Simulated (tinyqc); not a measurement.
Inside a calculation. Method: ROHF in the sto-6g basis, for BeH, spin multiplicity 2. One step of it, computed by the program tinyqc.

Question. Iteration 2: Roothaan effective Fock matrix. With projectors Pc = D(beta) S, Po = (D(alpha) - D(beta)) S, Pv = 1 - D(alpha) S, the block xy is Px^T F Py; with Fc = (F(alpha) + F(beta))/2, the blocks are Fc for cc, oo, vv and cv, F(beta) for co and F(alpha) for ov.

F(alpha) (hartree):
```
,1Be 1s,1Be 2s,1Be 2px,1Be 2py,1Be 2pz,2H 1s
1Be 1s,-4.841870,-1.318358,0.000000,0.000000,0.025330,-0.023238
1Be 2s,-1.318358,-0.535681,0.000000,0.000000,-0.084557,-0.058831
1Be 2px,0.000000,0.000000,0.078102,0.000000,0.000000,0.000000
1Be 2py,0.000000,0.000000,0.000000,0.078102,0.000000,0.000000
1Be 2pz,0.025330,-0.084557,0.000000,0.000000,-0.171171,-0.075623
2H 1s,-0.023238,-0.058831,0.000000,0.000000,-0.075623,0.053312
```

F(beta) (hartree):
```
,1Be 1s,1Be 2s,1Be 2px,1Be 2py,1Be 2pz,2H 1s
1Be 1s,-4.818726,-1.307036,0.000000,0.000000,0.025281,-0.023263
1Be 2s,-1.307036,-0.397324,0.000000,0.000000,0.085705,-0.087310
1Be 2px,0.000000,0.000000,0.115024,0.000000,0.000000,0.000000
1Be 2py,0.000000,0.000000,0.000000,0.115024,0.000000,0.000000
1Be 2pz,0.025281,0.085705,0.000000,0.000000,0.097832,-0.115456
2H 1s,-0.023263,-0.087310,0.000000,0.000000,-0.115456,0.188302
```

D(alpha) after iteration 1:
```
,1Be 1s,1Be 2s,1Be 2px,1Be 2py,1Be 2pz,2H 1s
1Be 1s,1.009399,-0.060387,0.000000,0.000000,-0.135833,0.033002
1Be 2s,-0.060387,0.320824,0.000000,0.000000,0.486221,-0.145144
1Be 2px,0.000000,0.000000,0.000000,0.000000,0.000000,0.000000
1Be 2py,0.000000,0.000000,0.000000,0.000000,0.000000,0.000000
1Be 2pz,-0.135833,0.486221,0.000000,0.000000,0.743018,-0.156502
2H 1s,0.033002,-0.145144,0.000000,0.000000,-0.156502,1.040903
```

D(beta) after iteration 1:
```
,1Be 1s,1Be 2s,1Be 2px,1Be 2py,1Be 2pz,2H 1s
1Be 1s,0.987855,0.019045,0.000000,0.000000,-0.017921,-0.045259
1Be 2s,0.019045,0.027955,0.000000,0.000000,0.051475,0.143405
1Be 2px,0.000000,0.000000,0.000000,0.000000,0.000000,0.000000
1Be 2py,0.000000,0.000000,0.000000,0.000000,0.000000,0.000000
1Be 2pz,-0.017921,0.051475,0.000000,0.000000,0.097664,0.271830
2H 1s,-0.045259,0.143405,0.000000,0.000000,0.271830,0.756611
```

overlap S:
```
,1Be 1s,1Be 2s,1Be 2px,1Be 2py,1Be 2pz,2H 1s
1Be 1s,1.000000,0.254764,0.000000,0.000000,0.000000,0.004335
1Be 2s,0.254764,1.000000,0.000000,0.000000,0.000000,0.113646
1Be 2px,0.000000,0.000000,1.000000,0.000000,0.000000,0.000000
1Be 2py,0.000000,0.000000,0.000000,1.000000,0.000000,0.000000
1Be 2pz,0.000000,0.000000,0.000000,0.000000,1.000000,0.161882
2H 1s,0.004335,0.113646,0.000000,0.000000,0.161882,1.000000
```

Give: effective F.

Answer.

effective F (hartree):
```
,1Be 1s,1Be 2s,1Be 2px,1Be 2py,1Be 2pz,2H 1s
1Be 1s,-4.8304,-1.3108,0.0000,0.0000,0.0282,-0.0249
1Be 2s,-1.3108,-0.4678,0.0000,0.0000,0.0052,-0.0652
1Be 2px,0.0000,0.0000,0.0966,0.0000,0.0000,0.0000
1Be 2py,0.0000,0.0000,0.0000,0.0966,0.0000,0.0000
1Be 2pz,0.0282,0.0052,0.0000,0.0000,-0.0182,-0.0880
2H 1s,-0.0249,-0.0652,0.0000,0.0000,-0.0880,0.1094
```
